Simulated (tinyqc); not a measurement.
Domain walls in a thin film with perpendicular anisotropy: Bloch, Neel and chiral walls, motion and stripe domains: one step, computed by the program tinyqc.

One-dimensional wall: polar angle theta(x), azimuth phi of the moment in the wall (phi = 0 Neel, 90 degrees Bloch). mu_0 = 1.25663706212e-6 T m/A, gamma = 1.76085963023e11 rad/(s T).

Question. Velocity under current. Spin-orbit drive: B_SL = hbar theta_SH J/(2 e M_s t) acts as the field (pi/2) B_SL cos(phi). Steady state: v = (gamma Delta/alpha)(pi/2) B_SL cos(phi) = gamma Delta [B_D sin(phi) - (B_K/2) sin(2 phi)], B_K = 2 K_D/M_s, B_D = pi D/(2 M_s Delta); the root with phi between its rest value and 90 degrees; v saturates at v_D = gamma Delta B_D.

Inputs (values chosen for the exercise, for a model film):
```
quantity                      value        unit
saturation magnetisation M_s   1060        kA/m
DMI constant D                 0.32      mJ/m^2
thickness t                    0.83          nm
damping alpha                  0.36           -
current density J              0.19  1e12 A/m^2
spin Hall angle theta_SH      0.066           -
```

Drive: spin-orbit torque.

K_D = 21.88459 kJ/m^3

width parameter Delta = 5.907541 nm

azimuth phi = 0 degrees

Constants: hbar = 1.054571817e-34 J s; e = 1.602176634e-19 C.

Give: B_SL; azimuth in motion; velocity; saturation velocity v_D.

Answer.

B_SL = 4.691 mT

azimuth in motion = 25.46 degrees

velocity = 19.22 m/s

saturation velocity v_D = 83.50 m/s

v is 23 % of v_D: still rising with current. Caution: pinning, heating and tilting of the wall are left out.
